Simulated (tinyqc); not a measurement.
# Changing the h

Model: Tersoff bond-order potential. Computed by tinyqc, a small Python program. Command: `OMP_NUM_THREADS=1 python tinyqc.py 3005057 3005058 out.jsonl tersoff sweep`. One thread of a shared host (Intel(R) Xeon(R) Processor @ 2.30GHz), about 0.02 s of CPU time with the checks.

E = (1/2) sum_(i, j != i) [A exp(-lambda r_ij) - b_ij B exp(-mu r_ij)], b_ij = (1 + (beta zeta_ij)^n)^(-1/(2n)), zeta_ij = sum_(k != i, j) g(theta_ijk), g = 1 + c^2/d^2 - c^2/(d^2 + (h - cos theta)^2), with theta at atom i. Only nearest neighbours count (cut-off function 1 for them, 0 beyond).

Inputs (values chosen for the exercise, modelled on silicon): A = 1864.8 eV; B = 464.81 eV; lambda = 2.4799 1/angstrom; mu = 1.7322 1/angstrom; beta = 1.1e-06; n = 0.7852; c = 98460; d = 16.41.

Constants: 1 eV/angstrom^3 = 160.2176634 GPa.

Method:
- zeta = 3 g(cos theta = -1/3).
- With z equal bonds of order b, r = ln(lambda A/(mu b B))/(lambda - mu) and E per atom = -(z/2) b B exp(-mu r)(1 - mu/lambda).
- a0 = 4 r/sqrt3; B0 = phi''(r)/(3 a0) with phi'' = mu (lambda - mu) b B exp(-mu r), since b does not change under uniform scaling.
- Second derivatives of the energy per atom, volume V = a0^3/8: e_xx gives C11; e_xx = -e_yy gives 2 (C11 - C12); e_xy = e_yx = s/2 with a sublattice shift u_z gives C44 = (E_ss - E_su^2/E_uu)/V and Kleinman's parameter |E_su/E_uu|/(a0/4).
- Each of the four neighbours loses one bond; its three other bonds now have zeta = 2 g, for the direction that starts at it. E_v = -E + 12 x (1/2)(b(3g) - b(2g)) B exp(-mu r), where -E is the pair-like cost.

One run for each value; columns: (1) h; (2) bond order b; (3) energy per atom of the diamond lattice (eV); (4) C44 (GPa); (5) unrelaxed vacancy energy E_v (eV); (6) Kleinman's parameter:
```
(1)        (2)      (3)     (4)     (5)      (6)
-0.75  0.92360  -3.7522   45.21  2.9711  0.77993
-0.70  0.93636  -3.9270   49.24  3.2465  0.75634
-0.65  0.94859  -4.0997   53.51  3.5261  0.73058
-0.60  0.96013  -4.2674   58.02  3.8047  0.70199
-0.55  0.97081  -4.4269   62.88  4.0756  0.66934
-0.50  0.98041  -4.5739   68.32  4.3305  0.63023
-0.45  0.98869  -4.7031   74.98  4.5587  0.57913
-0.40  0.99526  -4.8076   85.07  4.7457  0.49965
-0.35  0.99945  -4.8750  113.22  4.8678  0.29134
-0.30  0.99839  -4.8579   83.54  4.8367  0.42453
```

Over the rows, bond order b goes from 0.924 through a maximum among these rows, 0.999 at -0.350, to 0.998; energy per atom of the diamond lattice (eV) goes from -3.75 through a minimum among these rows, -4.88 at -0.350, to -4.86; C44 (GPa) goes from 45.2 through a maximum among these rows, 113 at -0.350, to 83.5. zeta of the diamond lattice is least when h equals cos(109.47 degrees) = -1/3; there the bond order is highest and a vacancy gains least from stronger back bonds.

Extremes, crossings and ranges named in words are read from the listed rows.
